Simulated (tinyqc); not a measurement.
RKS/LDA (PW92) in the 6-31g basis, for H2, spin multiplicity 1, step by step. One step of it, computed by the program tinyqc.

Question. Orthogonalisation. S = U s U^T; symmetric (Loewdin) form X = U s^(-1/2) U^T, so that X^T S X = 1.

overlap S:
```
          1H 1s     1H 2s     2H 1s     2H 2s
1H 1s  1.000000  0.658292  0.116615  0.307440
1H 2s  0.658292  1.000000  0.307440  0.626634
2H 1s  0.116615  0.307440  1.000000  0.658292
2H 2s  0.307440  0.626634  0.658292  1.000000
```

Give: eigenvalues of S; X.

Answer.

eigenvalues of S: 0.1946  0.3728  1.0621  2.3705

X:
```
         1H 1s    1H 2s    2H 1s    2H 2s
1H 1s   1.2536  -0.5010   0.0162   0.0233
1H 2s  -0.5010   1.5085   0.0233  -0.4910
2H 1s   0.0162   0.0233   1.2536  -0.5010
2H 2s   0.0233  -0.4910  -0.5010   1.5085
```
